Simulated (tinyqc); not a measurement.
What each parameter does: polytypes by hexagonality, and a cubic inclusion as a quantum well.

Gap: E3 + (E2 - E3) h. Valence top Ev2 h and polarisation P2 h, both counted from 3C; Ec = Ev + gap.

A cubic inclusion of width L = N d in the host (h = 1) is a well of depth V = Ec(host) - Ec(3C). Square well with mass mismatch: k tan(k L/2) = (m_w/m_b) q, k = sqrt(m_w E/c), q = sqrt(m_b (V - E)/c), c = hbar^2/2m0, lowest root. The depth of the level, V - E, is its binding, and the transition to the valence top of the host is gap(host) - (V - E). The step in polarisation gives a field |F| = |P|/(eps eps0) in a thin inclusion, eps0 = 8.8541878e-12 F/m.

Constants: hbar^2/2m0 = 3.80998211 eV angstrom^2.

Inputs chosen for the exercise (of the order of those of InAs; shifted at random, so the results belong to these values and not to a real crystal): E3 = 0.418 eV (gap of the cubic polytype); E2 = 0.456 eV (gap of 2H); Ev2 = 0.046 eV (valence top of 2H above that of 3C); P2 = 0.0022 C/m^2 (spontaneous polarisation of 2H); m = (0.026, 0.026) m0 (electron mass along c in the cubic layer and in the host); d = 3.507 angstrom (thickness of a double layer); eps = 15.2 (dielectric constant); N = 6 (double layers in the cubic inclusion).

Well depth, depth of the level, transition without the field and field.

One parameter was then changed.

Results before and after:

| case | V (eV) | depth (eV) | transition (eV) | \|F\| (MV/cm) |
|---|---|---|---|---|
| base | 0.0840 | 0.0049 | 0.4511 | 0.163 |
| changed | 0.0840 | 0.0049 | 0.4511 | 0.215 |

Which of these changes was made? (a) m = (0.031, 0.026) m0; (b) eps = 16.2; (c) Ev2 = 0.076 eV; (d) E3 = 0.398 eV; (e) P2 = 0.0029 C/m^2; (f) E2 = 0.486 eV; (g) N = 7.

Answer: (e) P2 = 0.0029 C/m^2. Of the candidates, run in turn, only this one gives the changed row.

All candidates:

| case | V (eV) | depth (eV) | transition (eV) | \|F\| (MV/cm) |
|---|---|---|---|---|
| base | 0.0840 | 0.0049 | 0.4511 | 0.163 |
| N = 7 | 0.0840 | 0.0065 | 0.4495 | 0.163 |
| Ev2 = 0.076 eV | 0.1140 | 0.0088 | 0.4472 | 0.163 |
| E3 = 0.398 eV | 0.1040 | 0.0074 | 0.4486 | 0.163 |
| E2 = 0.486 eV | 0.1140 | 0.0088 | 0.4772 | 0.163 |
| P2 = 0.0029 C/m^2 | 0.0840 | 0.0049 | 0.4511 | 0.215 |
| eps = 16.2 | 0.0840 | 0.0049 | 0.4511 | 0.153 |
| m = (0.031, 0.026) m0 | 0.0840 | 0.0050 | 0.4510 | 0.163 |

(tinyqc, `OMP_NUM_THREADS=1 python tinyqc.py 1850836 1850837 out.jsonl`, Intel(R) Xeon(R) Processor @ 2.30GHz, 1 thread, shared host, about 0.04 s.)
